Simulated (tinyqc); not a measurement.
Stoner model of a band ferromagnet, step by step. Values are carried at full precision from step to step, so a last printed digit may differ when a step is redone from the rounded ones.

Density of states per atom and spin: flat with a rise to the top, D(e) = (M/W) [1 - sp + 4 sp (e/W + 1/2)^3]. Levels e -/+ I m/2 for up and down spin, m = n_up - n_down, n_up + n_down = nd. At zero temperature e(N) is the energy below which N states lie, and E(m) = sum over spins of integral e D de - I m^2/4.

Inputs chosen for the exercise:
- W = 6.1 eV (band width, e from -W/2 to W/2)
- M = 5 (states per atom and spin)
- nd = 4.59 (electrons per atom)
- sp = 0.22 (shape parameter)
- I = 1.3 eV (Stoner parameter)

## The paramagnetic state and the Stoner criterion

Find EF from nd/2 states per spin, D(EF) and the product I D(EF); below 1 the susceptibility is enhanced by 1/(1 - I D).

EF = 0.3697 eV
D(EF) = 0.7664 1/eV
I D(EF) = 0.9964

The paramagnet is locally stable, with a susceptibility enhanced 274.46 times.

## Energy against moment

Tabulate the splitting that the band needs, e(n_up) - e(n_down), against I m, and E(m) - E(0), at nine moments up to saturation m_max = min(nd, 2M - nd).

Energy curve:

| m | e(n_up) (eV) | e(n_down) (eV) | difference (eV) | I m (eV) | E - E(0) (meV) |
|---|---|---|---|---|---|
| 0.000 | 0.3697 | 0.3697 | 0.0000 | 0.0000 | 0.0 |
| 0.574 | 0.7336 | -0.0146 | 0.7482 | 0.7459 | 0.4 |
| 1.147 | 1.0767 | -0.4175 | 1.4941 | 1.4917 | 1.1 |
| 1.721 | 1.3989 | -0.8363 | 2.2352 | 2.2376 | 1.3 |
| 2.295 | 1.7012 | -1.2677 | 2.9689 | 2.9835 | -0.9 |
| 2.869 | 1.9847 | -1.7079 | 3.6926 | 3.7294 | -8.0 |
| 3.442 | 2.2508 | -2.1534 | 4.4042 | 4.4752 | -23.2 |
| 4.016 | 2.5008 | -2.6013 | 5.1022 | 5.2211 | -50.1 |
| 4.590 | 2.7363 | -3.0500 | 5.7863 | 5.9670 | -92.8 |

dE/dm is half of (difference - I m), so E falls wherever I m exceeds the difference.

## The ground state

Take the lowest of E(0), the stationary points e(n_up) - e(n_down) = I m, and saturation.

m = 4.590 muB
exchange splitting I m = 5.967 eV
E - E(0) = -92.8 meV

n_up, n_down: 4.590  0.000

The moment is saturated (a strong ferromagnet): the minority band is empty. The Stoner criterion is not met, yet a finite moment has the lower energy: the transition is of first order.

## Checks

- States in the band over M against 1: both 1.000000.

Run: tinyqc, `OMP_NUM_THREADS=1 python tinyqc.py 1682755 1682756 out.jsonl`; Intel(R) Xeon(R) Processor @ 2.30GHz, one thread, shared host; about 0.1 s of CPU time with all checks.
